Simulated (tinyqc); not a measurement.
# Reverse leakage of an n+-p junction: diffusion, generation, trap-assisted and band-to-band tunnelling: leakage components against the acceptor density of the lighter side

One-sided abrupt junction in the depletion approximation, x from the junction (0) to W on the p side, field F = F0 (1 - x/W). Flat quasi-Fermi levels, long p side. Traps generate through SRH with both lifetimes shortened by 1 + Gamma (Hurkx enhancement, form for moderate fields); band-to-band generation is local and needs a total bending above Eg.

ni = sqrt(Nc Nv) exp(-Eg/(2 Vt)), Eg in volts; Vbi = Vt ln(Na Nd/ni^2); W = sqrt(2 eps0 eps_r (Vbi + VR)/(q Na)); F0 = 2 (Vbi + VR)/W; FG = sqrt(24 mt m0 (kB T)^3)/(q hbar); J_diff = q ni^2 sqrt(Dn/tau)(1 - exp(-VR/Vt))/Na. u = (Vbi + VR)(1 - x/W)^2, p = Na exp(-u/Vt), n = Nd exp((u - Vbi - VR)/Vt); G0 = ni^2 (1 - exp(-VR/Vt))/(tau (n + p + 2 ni cosh(Et/Vt))); Gamma = 2 sqrt(3 pi)(F/FG) exp((F/FG)^2); trap-assisted part G0 Gamma; G_bb = Ab F^2.5 exp(-Bb/F) with F in V/cm, zero unless Vbi + VR > Eg. Currents are q times the integrals over 0 to W; J_bb under 1e-8 of J is printed as 0; rows with F0/FG above 2.2, beyond the range of this Gamma, are left out.

Values chosen for this exercise; band and dielectric values close to those of silicon: temperature T = 400 K; band gap Eg = 1.1 eV; relative permittivity eps_r = 11.8; conduction-band density of states at T Nc = 4.26e19 cm^-3; valence-band density of states at T Nv = 4.1e19 cm^-3; donor density of the heavier side Nd = 5e19 cm^-3; SRH lifetime of both carriers at zero field tau = 4e-8 s; trap level above the intrinsic level Et = 0 eV; tunnelling mass mt = 0.27 m0; electron diffusion coefficient on the lighter side Dn = 7.7 cm^2/s; band-to-band prefactor Ab = 3.3e14 cm^-0.5 V^-2.5 s^-1; band-to-band field constant Bb = 1.84e7 V/cm; reverse bias VR = 2.7 V.

Constants: q = 1.602176634e-19 C, kB = 1.380649e-23 J/K, hbar = 1.054571817e-34 J s, m0 = 9.1093837015e-31 kg, Vt = kB T/q, eps0 = 8.8541878128e-14 F/cm where lengths are in cm. Results are converted to the units shown.

Leakage components against the acceptor density of the lighter side:
```
Na (cm^-3)  F0 (kV/cm)  F0/FG  J_diff (A/cm^2)  J_SRH (A/cm^2)  J_TAT (A/cm^2)  J_bb (A/cm^2)  J (A/cm^2)              largest part
1e16               104  0.176          5.37e-6         4.42e-4         2.85e-4              0     7.33e-4            SRH generation
2.4e16             162  0.274          2.24e-6         2.80e-4         2.91e-4              0     5.74e-4  trap-assisted tunnelling
5.6e16             248  0.420          9.58e-7         1.81e-4         3.06e-4              0     4.87e-4  trap-assisted tunnelling
1.3e17             379  0.643          4.13e-7         1.17e-4         3.43e-4              0     4.60e-4  trap-assisted tunnelling
3.2e17             598   1.01          1.68e-7         7.33e-5         4.70e-4       2.14e-10     5.43e-4  trap-assisted tunnelling
7.5e17             918   1.56          7.16e-8         4.72e-5         0.00103        2.80e-5     0.00111  trap-assisted tunnelling
```

What does the comparison show?

J goes from 7.33e-4 through a minimum of 4.60e-4 (at Na = 1.3e17 among the rows listed) to 0.00111 A/cm^2. SRH generation leads at Na = 1e16, trap-assisted tunnelling from 2.4e16 on. The ratio J_TAT/J_SRH goes from 0.645 to 21.8 as F0/FG goes from 0.176 to 1.56.

Range of the model: The n+ side is degenerate, so Vbi from Boltzmann statistics is only a guide.

Computed by the program tinyqc: `OMP_NUM_THREADS=1 python tinyqc.py 2290071 2290072 out.jsonl`, one thread of a shared Intel Xeon 2.30GHz, about 0.01 s for the whole run.
